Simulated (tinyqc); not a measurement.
Solubility, supersaturation, precipitation and gettering of an impurity in a silicon-like host: one step, computed by the program tinyqc.

The wafer was saturated at T1 and is then held at T.

Problem. Denuded zone. Near a surface held at C_eq(T) the excess decays by out-diffusion over sqrt(D t) and by capture over L_s = sqrt(D tau_f) = (4 pi n r_f)^(-1/2); the shorter length sets the depth from which the surface draws.

Inputs (values chosen for the exercise, modelled on copper in silicon):

| quantity | value | unit |
|---|---|---|
| temperature of saturation T1 | 1225 | K |
| anneal temperature T | 689 | K |
| anneal time t | 49 | s |
| wafer thickness w | 200 | micrometre |

Gettering: relaxation gettering at sinks.

D(T) = 3.736584e-06 cm^2/s

tau_f = 20.63899 s

Give: sqrt(D t); capture length L_s; L_s/w.

Solution.

sqrt(D t) = 135.31 micrometre

capture length L_s = 87.818 micrometre

L_s/w = 0.43909

The capture length exceeds a third of the wafer: given time, most impurity reaches the surfaces before a sink, a loss that the precipitation formulas leave out. Caution: the barrier to homogeneous nucleation is below 35 k_B T for these inputs, so new precipitates would form and outnumber the fixed sinks assumed here.
